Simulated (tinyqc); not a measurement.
Donor or exciton in a quantum well (variational effective-mass method). From one set of inputs to another, one input at a time. Computed by tinyqc, a small Python program. Command: `OMP_NUM_THREADS=1 python tinyqc.py 3010199 3010200 out.jsonl welldonor ladder`. One thread of a shared host (Intel(R) Xeon(R) Processor @ 2.30GHz), about 0.06 s of CPU time with the checks.

Electron and hole in their lowest subbands f(z) = cos(pi z/L); relative in-plane motion exp(-rho/lambda) (separable trial function), H = -nabla_rho^2 - 2/sqrt(rho^2 + (z_e - z_h)^2) in effective units. Mass and screening are the same in well and barrier; l = L/a* is the width in effective units. Bands are flat: no polarisation or applied field.

The inputs printed are set A. Inputs not listed in the table keep their values of set A, so the rows need not describe a real material.

Inputs (values chosen for the exercise, for a model semiconductor):
```
quantity                 value  unit
electron mass m          0.134   m_0
dielectric constant eps   10.3     -
well width L                10    nm
in-plane hole mass m_h   0.208   m_0
```

Centre: exciton. Barriers: infinite.

Constants: Ry = 13.605693123 eV; a_0 = 0.529177210903 angstrom.

Method:
- mu = m m_h/(m + m_h) takes the place of m; Ry* = Ry m/eps^2, a* = a_0 eps/m; l = L/a*.
- k = pi/l; f = cos(k z) inside and zero outside.
- Binding E_b(lambda) = -1/lambda^2 + (8/lambda^2) int_0^l P(z) g(z) dz, with P(z) = (2/l) [(1 - z/l)(1 + cos(2 pi z/l)/2) + (3/(4 pi)) sin(2 pi z/l)] the distribution of |z_e - z_h| and g(z) = int_z^infinity exp(-2 sqrt(r^2 - z^2)/lambda) dr = int_0^infinity exp(-2 rho/lambda) rho/sqrt(rho^2 + z^2) d rho; 40 Gauss-Legendre points in z and 40 in t with rho = lambda t/(1 - t).
- Golden-section search for the maximum over lambda from 0.3 to 4, 40 steps.

Each row keeps all changes above it:
```
input moved                    from     to  binding energy (meV)  radius lambda a* (nm)  binding in Ry*
set A                             -      -                 18.40                  6.637           1.760
dielectric constant eps        10.3   10.2                 18.68                  6.594           1.753
well width L (nm)                10      4                 26.11                  5.079           2.450
in-plane hole mass m_h (m_0)  0.208   1.25                 34.01                  3.795           2.149
electron mass m (m_0)         0.134  0.269                 48.97                  2.494           1.692
```

Which inputs carry the difference?

Binding energy goes from 18.4 to 49.0, a factor 2.66 in all. The largest single move comes from electron mass m (a factor 1.44). Radius lambda a* goes from 6.64 to 2.49, a factor 0.376 in all. The largest single move comes from electron mass m (a factor 0.657). Binding in Ry* goes from 1.76 to 1.69, a factor 0.961 in all. The largest single move comes from well width L (a factor 1.40), but it runs against the net change; the largest move in the direction of the net change is electron mass m (a factor 0.787). The single moves hold for this order of the switches; the total does not depend on the order.

Caution (rows well width L, in-plane hole mass m_h): so narrow a well has large confinement energy, where non-parabolicity and barrier penetration matter.

Extremes, crossings and ranges named in words are read from the listed rows.
